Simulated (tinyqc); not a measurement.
# Charges from the flat band at three thicknesses

Question. For a gate stack whose outer layer (permittivity e2) is made in three thicknesses t2, Vfb = V0 - (q/eps0) [Qb t2/e2 + r2 t2^2/(2 e2)], with Qb the sheet density of all charge below that layer and r2 the uniform density in it. Find V0, Qb and r2.

Inputs (values chosen for the exercise): relative permittivity of layer 2 e2 = 21.6.

Constants: q = 1.602176634e-19 C, eps0 = 8.8541878128e-14 F/cm where lengths are in cm. Results are converted to the units shown.

t2 (nm): [2, 4.3, 8.9]
Vfb (V): [-0.52986277, -0.56357495, -0.64043870]

Solution. A parabola through the three points gives the three coefficients.

V0 = -0.503 V
Qb = 1.53e12 cm^-2
r2 = 7.10e17 cm^-3

Numbers from tinyqc (`OMP_NUM_THREADS=1 python tinyqc.py 2010075 2010076 out.jsonl`; about 0.01 s on one thread of a shared Intel Xeon 2.30GHz).
